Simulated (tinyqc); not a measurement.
# Composition and strain of an epitaxial Si(1-x)Ge(x) layer from Raman and X-ray peaks, step by step

A worked calculation. Computed by tinyqc, a small Python program that keeps every step. Command: `OMP_NUM_THREADS=1 python tinyqc.py 3013105 3013106 out.jsonl epiraman walk`. One thread of a shared host (Intel(R) Xeon(R) Processor @ 2.30GHz), about 0.01 s of CPU time with the checks. Intermediate numbers are printed to about 5 digits and carried at full precision; extremes and crossings named in words are read from the listed rows.

A (001) layer, biaxially strained in the plane. The Raman peaks follow empirical lines omega = w0 + c1 x + c3 x^3 + b eps (c3 for Si-Ge alone), with eps the in-plane strain.

Inputs (values chosen for the exercise, modelled on silicon-germanium):
```
quantity                        value      unit
Ge fraction x                    0.82         -
degree of relaxation R              0         -
lattice constant of Si          5.431  angstrom
lattice constant of Ge          5.658  angstrom
bowing B                        0.029  angstrom
2 C12/C11 of Si                 0.773         -
2 C12/C11 of Ge                 0.758         -
Si-Si: w0                       520.7      1/cm
Si-Si: c1                         -69      1/cm
Si-Si: strain coefficient b      -722      1/cm
Si-Ge: w0                       400.2      1/cm
Si-Ge: c1                        23.9      1/cm
Si-Ge: c3                       -35.6      1/cm
Si-Ge: strain coefficient b      -553      1/cm
Ge-Ge: w0                       280.2      1/cm
Ge-Ge: c1                        20.1      1/cm
Ge-Ge: strain coefficient b      -438      1/cm
uncertainty of a Raman peak      0.05      1/cm
X-ray wavelength             1.540598  angstrom
```

Substrate: silicon. Pair of peaks used: Si-Si and Si-Ge.

## Lattice constants and strain

Relaxed lattice constant a(x) = a_Si + (a_Ge - a_Si) x - B x (1 - x). In-plane constant a_par = a_sub + R (a(x) - a_sub); eps = a_par/a(x) - 1; eps_perp = -(2 C12/C11) eps with 2 C12/C11 linear in x; a_perp = a(x) (1 + eps_perp).

relaxed constant a(x) = 5.6129 angstrom

substrate constant a_sub = 5.431 angstrom

a_par = 5.431 angstrom

in-plane strain eps = -32.401 per mille

strain along the normal = 24.647 per mille

a_perp = 5.7512 angstrom

The layer is under compression in the plane and is stretched along the normal. Caution: strains above 2 % survive only in layers a few nanometres thick, and the linear relations lose accuracy.

## Raman peaks

Insert x and eps in the three lines; the strain part is b eps.

Si-Si peak = 487.51 1/cm

Si-Ge peak = 418.09 1/cm

Ge-Ge peak = 310.87 1/cm

strain parts (1/cm): Si-Si 23.393, Si-Ge 17.917, Ge-Ge 14.191

Read as unstrained, the Si-Si peak would give x = 0.481 in place of 0.82. Caution: near either end one of the like-atom peaks is weak, since its intensity follows the number of such bonds.

## X-ray (004) reflection

Bragg angle theta = arcsin(2 lambda/a) for (004), for the substrate with a_sub and the layer with a_perp; separation in arc seconds.

theta of the substrate = 34.565 degree

theta of the layer = 32.395 degree

separation, layer less substrate = -7811.7 arcsec

## Back from two peaks to composition and strain

Unknowns x and eps (per mille). Newton steps: J d = (measured - model), J = [d omega/dx, d omega/d eps] for the two peaks; start at x = 0.5, eps = 0; stop when |d| < 1e-9. The peaks are rounded to 0.001 per cm; R = (a(x)(1 + eps) - a_sub)/(a(x) - a_sub).

peaks used (1/cm): Si-Si 487.513, Si-Ge 418.087

Iterations:
```
step        x  eps (per mille)  residual 1 (1/cm)  residual 2 (1/cm)
0     0.50000            0.000              1.313         1.0387e+01
1     0.68744          -19.732              0.000         2.1107e+00
2     0.76776          -27.408              0.000         4.9211e-01
3     0.80344          -30.817              0.000         1.0597e-01
4     0.81701          -32.114              0.000         1.5893e-02
5     0.81992          -32.393              0.000         7.4033e-04
6     0.82007          -32.407              0.000         1.9584e-06
7     0.82007          -32.407              0.000         1.3813e-11
```

recovered x = 0.82007

recovered eps = -32.407 per mille

recovered R = 0

## Which pair of peaks is best

For each pair invert J = [d omega/dx, d omega/d eps] at the true x. Independent errors of the given size in both peaks give sigma_x and sigma_eps = uncertainty x (norm of the rows of the inverse of J).

Error propagation:
```
pair               det J     sigma_x  sigma_eps (per mille)
Si-Si and Si-Ge   3.5643    0.012758                 1.1784
Si-Si and Ge-Ge  44.7342  9.4387e-04               0.080328
Si-Ge and Ge-Ge   32.101   0.0010988               0.080929
```

The pair Si-Si and Ge-Ge fixes x best (sigma_x = 9.4e-4) and Si-Si and Si-Ge worst (0.013), a factor 14. Strain moves all peaks the same way, so a good pair needs different ratios of composition slope to strain coefficient, best of opposite sign; the slopes here are -69, -47.9 and 20.1 per cm for Si-Si, Si-Ge and Ge-Ge. Errors in the coefficients themselves are not counted.

## Relaxation at fixed composition

(004) Bragg angle theta = arcsin(2 lambda/a), with a = a_perp for the layer and a_sub for the substrate; separation = layer less substrate. The apparent x is the one that a fully strained layer (R = 0) would need to give the same a_perp.

Signatures; columns: (1) R; (2) eps (per mille); (3) Si-Si (1/cm); (4) Ge-Ge (1/cm); (5) a_perp (angstrom); (6) (004) separation (arcsec); (7) apparent x if R = 0 is assumed:
```
(1)       (2)     (3)     (4)     (5)      (6)      (7)
0.00  -32.401  487.51  310.87  5.7512  -7811.7  0.82000
0.15  -27.540  484.00  308.74  5.7304  -7337.4  0.77144
0.30  -22.680  480.50  306.62  5.7097  -6859.0  0.72235
0.50  -16.200  475.82  303.78  5.6820  -6214.6  0.65603
0.70   -9.720  471.14  300.94  5.6544  -5562.5  0.58869
0.85   -4.860  467.63  298.81  5.6336  -5068.3  0.53748
1.00    0.000  464.12  296.68  5.6129  -4569.8  0.48563
```

Full relaxation moves the Si-Si peak by -23.39 per cm and shrinks the X-ray separation to 58 % of its strained value, about 1/(1 + 2 C12/C11). A symmetric reflection alone cannot part x from R: a relaxed layer read as strained gives x = 0.486 in place of 0.82. An asymmetric reflection or a second peak is needed.

Checks made by the program: recovered composition (relative difference 9e-05).
